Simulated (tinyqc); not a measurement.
Strain, valley repopulation and piezoresistance in a many-valley conduction band: one step, computed by the program tinyqc.

Valleys are ellipsoids with mass m_l along the axis a and m_t across it, parabolic, with one constant relaxation time; strain shifts the valleys and leaves the masses alone. Currents are taken along [111], along the load, and along [1-10], across the load.

Problem. Populations. Each of the 4 valleys holds n_v = N_v (2/sqrt(pi)) F_1/2((E_F - dE_v)/(k_B T)), N_v = 2 (m_d k_B T/(2 pi hbar^2))^(3/2), m_d = (m_l m_t^2)^(1/3); E_F solves sum n_v = n and is counted from the unstrained edge. F_j(eta) = int_0^infinity x^j/(1 + exp(x - eta)) dx, without a gamma-function factor. It is evaluated after integrating by parts. Integrals over x = E/(k_B T) use 160 Gauss-Legendre points in u = sqrt(x) from 0 to sqrt(max(eta, 0) + 32).

Inputs (values chosen for the exercise, modelled on germanium):
```
quantity                 value    unit
longitudinal mass m_l     1.64     m_0
transverse mass m_t     0.0805     m_0
electron density n     3.6e+17  1/cm^3
temperature T              400       K
```

Valley axes: <111> (4 valleys). Load: uniaxial [111].

shifts dE (meV): [111] -5.781844, [-111] 1.532724, [1-11] 1.532724, [11-1] 1.532724

Constants: k_B = 8.617333262e-05 eV/K; m_0 = 9.1093837015e-31 kg; k_B = 1.380649e-23 J/K; hbar = 1.054571817e-34 J s.

Give: Fermi level E_F; share of the electrons.

Solution.

Fermi level E_F = -130.8 meV

share of the electrons: [111] 0.2915, [-111] 0.2362, [1-11] 0.2362, [11-1] 0.2362
